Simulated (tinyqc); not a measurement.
# Changing the thickness d_2

Model: longitudinal sound in a periodic multilayer: transfer matrices, stop bands and folded phonons. Computed by tinyqc, a small Python program. Command: `OMP_NUM_THREADS=1 python tinyqc.py 3001324 3001325 out.jsonl multilayer sweep`. One thread of a shared host (Intel(R) Xeon(R) Processor @ 2.30GHz), about 0.01 s of CPU time with the checks.

Layers 1 and 2 repeat with period d = d_1 + d_2; waves travel normal to the layers, without loss. State vector (u, s): displacement u and stress divided by omega. Impedances Z = rho v are in 1e6 kg/(m^2 s).

Inputs (values chosen for the exercise, modelled on gallium arsenide (layer 1), aluminium arsenide (layer 2) and silica (substrate)): density rho_1 = 5.4 g/cm^3; velocity v_1 = 4700 m/s; thickness d_1 = 866 nm; density rho_2 = 3.78 g/cm^3; velocity v_2 = 5740 m/s; substrate density = 2.17 g/cm^3; substrate velocity = 5910 m/s; periods N = 5.

Method:
- Z = rho v; interface reflection r = (Z_2 - Z_1)/(Z_2 + Z_1) (stress amplitude, from 1 into 2); Bragg frequency f_B = 1/[2 (d_1/v_1 + d_2/v_2)]; long-wave velocity v_eff = d/sqrt[(d_1/v_1)^2 + (d_2/v_2)^2 + (Z_1/Z_2 + Z_2/Z_1)(d_1/v_1)(d_2/v_2)].
- A layer maps (u, s) by [[cos p, sin p/Z], [-Z sin p, cos p]], p = 2 pi f d_i/v_i; one period is M = M_2 M_1, and cos(q d) = trace(M)/2.
- For N periods A = M^N. A wave comes from a thick layer of material 1 and leaves into the substrate (Z_s): transmitted power T = 4 Z_1 Z_s/|Z_1 A_22 + Z_s A_11 - i (Z_1 Z_s A_12 - A_21)|^2, reflected power R = 1 - T.
- Gap m contains m f_B; its edges, where trace(M)/2 = (-1)^m, are found by root search. Weak-contrast estimate of the width: (4 f_B/pi) |r sin(m pi a)|, a = (d_1/v_1)/(d_1/v_1 + d_2/v_2).

One run for each value:
```
thickness d_2 (nm)  width/f_B (%)  Bragg frequency f_B (GHz)  transmitted power at f_B  long-wave velocity v_eff (m/s)
176                        4.3269                     2.3265                   0.87112                          4841.1
276                        6.0372                     2.1520                   0.85505                          4905.3
676                        9.3784                     1.6555                   0.82876                          5090.6
1060                       9.9706                     1.3553                   0.82711                          5204.6
1660                       9.3703                     1.0561                   0.82880                          5319.7
2590                       7.8749                     0.7868                   0.83820                          5424.7
4050                       6.0400                     0.5619                   0.85503                          5513.5
6350                       4.3299                     0.3874                   0.87109                          5583.1
```

Give the missing row, thickness d_2 (nm) = 432.

Computed row:
```
thickness d_2 (nm)  width/f_B (%)  Bragg frequency f_B (GHz)  transmitted power at f_B  long-wave velocity v_eff (m/s)
432                        7.8760                     1.9267                   0.83819                          4989.0
```

Interpolating between the two neighbouring rows (the first column on a logarithmic scale, the others too where they are positive) misses most in width/f_B (%), by 4.5 %. Over the rows, width/f_B (%) goes from 4.33 through a maximum among these rows, 9.97 at 1060, to 4.33; Bragg frequency f_B (GHz) falls from 2.33 to 0.387 (exponent d ln y / d ln x -0.17 between the first rows and -0.83 between the last); transmitted power at f_B goes from 0.871 through a minimum among these rows, 0.827 at 1060, to 0.871. The relative width is largest when both layers have equal transit times, at d_2 = 1060 nm.

Extremes, crossings and ranges named in words are read from the listed rows.
